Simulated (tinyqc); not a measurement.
BCS gap equation with a constant attraction inside the Debye window: one step, computed by the program tinyqc. Command: `OMP_NUM_THREADS=1 python tinyqc.py 3013946 3013947 out.jsonl bcs walk`. One thread of a shared host (Intel(R) Xeon(R) Processor @ 2.30GHz), about 0.01 s of CPU time with the checks.

Pairs attract with strength V for |xi| < k_B Theta; N(0) is the density of states for one spin. Energies are given as temperatures (E/k_B, in K) unless marked.

Question. Lengths and fields. xi_0 = hbar v_F/(pi Delta_0); lambda_L = sqrt(m_0 eps_0 c^2/(n e^2)); N(0) = 3 n/(2 m_0 v_F^2) for one spin; condensation energy N(0) Delta_0^2/2 = B_c^2/(2 mu_0), mu_0 = 1/(eps_0 c^2); with scattering lambda = lambda_L sqrt(1 + xi_0/l) in the local limit (where xi_0 and l both exceed lambda, nonlocal response makes the true depth larger); Ginzburg-Landau kappa = 0.96 lambda_L/xi_0 + 0.72 lambda_L/l. Free-electron mass throughout; heavier carriers, as in niobium or vanadium, give a larger lambda_L and kappa and can make the metal type II.

Inputs (values chosen for the exercise, modelled on tin):
```
quantity                   value      unit
Debye temperature Theta      197         K
Fermi velocity v_F       2.1e+06       m/s
electron density n          14.3  1e28/m^3
mean free path l              28        nm
```

Solver: bisection.

Delta_0 = 6.542150 K

Constants: hbar = 1.054571817e-34 J s; k_B = 1.380649e-23 J/K; m_0 = 9.1093837015e-31 kg; eps_0 = 8.8541878128e-12 F/m; c = 299792458 m/s; e = 1.602176634e-19 C.

Give: coherence length xi_0; London depth lambda_L; critical field B_c(0); depth with scattering; Ginzburg-Landau kappa.

Answer.

coherence length xi_0 = 780.4 nm

London depth lambda_L = 14.05 nm

critical field B_c(0) = 23.40 mT

depth with scattering = 75.51 nm

Ginzburg-Landau kappa = 0.3786

Kappa lies below 1/sqrt(2): type I, and the sample is dirty, l well below xi_0.
